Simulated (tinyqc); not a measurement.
Superjunction drift layer against a plain one, charge balance: one step of the calculation.

Alternating n and p pillars of equal width wp, doping N and length Lp. When depleted, the lateral field peaks at Ex = q N wp/(2 eps0 eps_r) at the pillar junctions and a uniform vertical field Ey is added; breakdown is taken where Ex^2 + Ey^2 = Ef^2. Only the n pillars conduct, narrowed by the zero-bias depletion. A first-order model: the field peaks at the pillar ends are left out.

Task. Thickness and resistance of the plain layer. Ec(N) = E16 (N/1e16 cm^-3)^(1/8), mu(N) = mi + (mx - mi)/(1 + (N/Nr)^0.9). W = 2 BV/Ec, Rsp = W/(q mu N).

Values chosen for this exercise; values close to those of silicon: critical field at a doping of 1e16 cm^-3 E16 = 0.391 MV/cm; mobility at low doping mx = 1350 cm^2/(V s); mobility at high doping mi = 88.5 cm^2/(V s); reference doping of the mobility Nr = 1.3e17 cm^-3; wanted breakdown voltage BV = 710 V.

Constants: q = 1.602176634e-19 C. Results are converted to the units shown.

N of the plain layer = 2.7985633e14 cm^-3

Find: mu; W; Rsp.

Result.

mu = 1345 cm^2/(V s)
W = 56.79 um
Rsp = 94.16 mohm cm^2

Computed by the program tinyqc: `OMP_NUM_THREADS=1 python tinyqc.py 2590055 2590056 out.jsonl`, one thread of a shared Intel Xeon 2.30GHz, about 0.01 s for the whole run.
